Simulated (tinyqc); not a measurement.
Changing the temperature T: q-state Potts model on a small periodic square lattice: enumeration, Metropolis, heat-bath and Wolff steps. Computed by tinyqc, a small Python program. Command: `OMP_NUM_THREADS=1 python tinyqc.py 3112661 3112662 out.jsonl potts sweep`. One thread of a shared host (Intel(R) Xeon(R) Processor @ 2.30GHz), about 0.02 s of CPU time with the checks.

E = -J x (number of nearest-neighbour bonds with equal states); n x n sites with periodic edges have 2 n^2 bonds. Order parameter m = (q f - 1)/(q - 1), f being the largest share of one state. Sites are numbered row by row from 0. Here q = 2 and n = 4.

Inputs (values chosen for the exercise, for a model of domains or grain orientations): number of states q = 2; edge n = 4; coupling J = 35 meV.

Constants: k_B = 8.617333262e-05 eV/K.

Method:
- K = J/(k_B T); the infinite square lattice orders at K_c = ln(1 + sqrt(q)); Wolff bond probability p = 1 - exp(-K).
- All q^(n^2) states are counted by their number b of equal bonds; weights g(b) exp(K b), K = J/(k_B T). Per site: u = -J <b>/n^2, c/k_B = K^2 (<b^2> - <b>^2)/n^2.
- ln Z = ln sum g(b) exp(K b); entropy per site s/k_B = (ln Z - K <b>)/n^2.
- The same sums with m: <m> and the Binder ratio U = 1 - <m^4>/(3 <m^2>^2).

One run for each value:
```
temperature T (K)  heat capacity c (k_B/site)  entropy s (k_B/site)      <m>  energy u (meV/site)
140                                1.2457e-03               0.04344  0.99998              -69.999
249                                7.5644e-02               0.05576  0.99650              -69.767
332                                2.9125e-01               0.10284  0.97597              -68.560
443                                7.3994e-01               0.25008  0.87111              -63.570
590                                6.5355e-01               0.47088  0.62883              -53.840
787                                2.6685e-01               0.59819  0.43276              -46.498
1050                               1.0855e-01               0.64831  0.33458              -42.643
1400                               5.1077e-02               0.67002  0.28438              -40.407
```

Give the missing row, temperature T (K) = 187.

Computed row:
```
temperature T (K)  heat capacity c (k_B/site)  entropy s (k_B/site)      <m>  energy u (meV/site)
187                                1.3520e-02               0.04502  0.99964              -69.975
```

Interpolating between the two neighbouring rows (the first column on a logarithmic scale, the others too where they are positive) misses most in heat capacity c (k_B/site), by 27 %. Over the rows, heat capacity c (k_B/site) goes from 0.00125 through a maximum among these rows, 0.740 at 443, to 0.0511; entropy s (k_B/site) rises from 0.0434 to 0.670 (exponent d ln y / d ln x 0.12 between the first rows and 0.11 between the last); <m> falls from 1.000 to 0.284 (exponent d ln y / d ln x -0.0012 between the first rows and -0.57 between the last). The entropy runs between ln(q)/n^2 = 0.043 and ln q = 0.693 k_B per site.

Extremes, crossings and ranges named in words are read from the listed rows.
